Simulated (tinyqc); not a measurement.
Four-point probe, van der Pauw, Hall and spreading-resistance readings of a semiconductor layer: one step, computed by the program tinyqc.

The layer is uniform and ohmic; contacts are points unless a radius is given.

Question. Spreading resistance. Flat disc contact with the current density of a half-space: R = (rho/(4 a)) c, c = (4/pi) int_0^infinity K(x t/a) sin(x) J1(x)/x^2 dx for a conducting backing, K = tanh, with the voltage averaged over the disc; c tends to 1 for t >> a.

Inputs (values chosen for the exercise, modelled on p-type silicon): layer thickness t = 520 micrometre; radius a of the spreading-resistance contact = 4.9 micrometre.

Backing of the layer: conducting.

resistivity rho = 0.003589550 ohm cm

Give: rho/(4 a); factor c; spreading resistance; column estimate rho t/(pi a^2).

Answer.

rho/(4 a) = 1.831 ohm

factor c = 0.9958

spreading resistance = 1.824 ohm

column estimate rho t/(pi a^2) = 247.5 ohm
